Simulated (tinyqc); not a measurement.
Sheet resistance and Hall data of a diffused or implanted layer. Changing the background doping N_B (opposite type). Computed by tinyqc, a small Python program. Command: `OMP_NUM_THREADS=1 python tinyqc.py 3017494 3017495 out.jsonl layer sweep`. One thread of a shared host (Intel(R) Xeon(R) Processor @ 2.30GHz), about 0.01 s of CPU time with the checks.

Carriers are taken equal to the net active doping down to the junction (full ionisation, which deep dopants in wide-gap hosts do not reach; no spill-over, no depletion), and the Hall factor is 1.

Inputs (values chosen for the exercise, modelled on silicon in GaN):
```
quantity                  value        unit
mu_min                     54.3  cm^2/(V s)
mu_max                     1020  cm^2/(V s)
N_ref                   1.9e+17      1/cm^3
exponent alpha                1           -
peak concentration N_0  1.3e+18      1/cm^3
length scale l              110          nm
```

Profile: complementary error function. Activation: complete.

Constants: e = 1.602176634e-19 C.

Method:
- N(x) = N_0 erfc(x/l), dose N_0 l/sqrt(pi), junction x_j = l erfc^-1(N_B/N_0).
- Mobility mu = mu_min + (mu_max - mu_min)/(1 + (N_t/N_ref)^alpha), N_t = active doping + N_B; carriers n = active doping - N_B, all dopants active.
- Integrals from x_0 (0 unless stated) to x_j by the midpoint rule on 400 even intervals: 1/R_s = e int n mu dx; sheet density n_s = int n dx; Hall sheet density (int n mu dx)^2/int n mu^2 dx; Hall mobility int n mu^2 dx/int n mu dx.
- Mean conductivity 1/(R_s x_j); mean mobility 1/(e n_s R_s).

One run for each value; columns: (1) background doping N_B (opposite type) (1/cm^3); (2) sheet resistance R_s (ohm); (3) junction depth x_j (nm); (4) mean conductivity 1/(R_s x_j) (S/cm); (5) mean mobility (cm^2/(V s)):
```
(1)          (2)     (3)     (4)     (5)
1.00e+14  2610.1  307.53  12.458  296.51
2.80e+14  2614.8  287.81  13.288  296.18
7.80e+14  2626.5  266.92  14.264  295.37
2.20e+15  2656.6  244.20  15.415  293.33
6.00e+15  2728.9  220.33  16.631  288.72
1.70e+16  2915.4  193.03  17.770  278.15
4.70e+16  3378.0  162.97  18.165  257.72
1.30e+17  4660.6  127.94  16.771  223.87
```

Over the rows, sheet resistance R_s (ohm) rises from 2610 to 4660 (exponent d ln y / d ln x 0.0017 between the first rows and 0.32 between the last); junction depth x_j (nm) falls from 308 to 128 (exponent d ln y / d ln x -0.064 between the first rows and -0.24 between the last); mean conductivity 1/(R_s x_j) (S/cm) goes from 12.5 through a maximum among these rows, 18.2 at 4.70e16, to 16.8. x_j shrinks by a factor 2.40 and R_s grows by 1.79; over the first half of the table x_j shrinks by 1.40 and R_s grows by 1.05: the tail carries little current.

Extremes, crossings and ranges named in words are read from the listed rows.
